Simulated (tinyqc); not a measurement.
Sheet resistance of a shallow doped layer with concentration-dependent mobility and limited activation: one step, computed by the program tinyqc. Command: `OMP_NUM_THREADS=1 python tinyqc.py 3004161 3004162 out.jsonl irvin walk`. One thread of a shared host (Intel(R) Xeon(R) Processor @ 2.30GHz), about 0.02 s of CPU time with the checks.

A layer of one dopant lies in a background of the opposite type. Current flows parallel to the surface down to the junction; depletion is ignored.

Problem. Sheet resistance. C(x) = C_s erfc(x/l). Active density N = min(C, C_a); carriers n = N - C_B; mobility mu = mu_min + (mu_max - mu_min)/(1 + ((N + C_B)/N_r)^alpha). Integrals from 0 to x_j, where C = C_B (Gauss-Legendre, 60 points on each smooth piece; 1 nm = 1e-7 cm): dose int C dx, carriers int n dx, mean mobility int n mu dx/int n dx, R_s = 1/(e int n mu dx).

Inputs (values chosen for the exercise, modelled on boron in silicon):
```
quantity,value,unit
surface concentration C_s,5.2e+19,1/cm^3
length l,19,nm
background C_B,2e+16,1/cm^3
mobility floor mu_min,48.8,cm^2/(V s)
mobility mu_max,463,cm^2/(V s)
reference density N_r,1.6e+17,1/cm^3
exponent alpha,0.688,-
anneal temperature T,750,C
```

Profile: erfc.

active limit C_a = 2.714933e+19 1/cm^3

Constants: e = 1.602176634e-19 C.

Give: chemical dose; sheet carrier density; mean mobility; sheet resistance R_s; carriers per dopant atom; product R_s x_j.

Solution.

chemical dose = 5.5735e+13 1/cm^2

sheet carrier density = 4.5314e+13 1/cm^2

mean mobility = 66.250 cm^2/(V s)

sheet resistance R_s = 2079.1 ohm/square

carriers per dopant atom = 0.81302

product R_s x_j = 99173 ohm nm
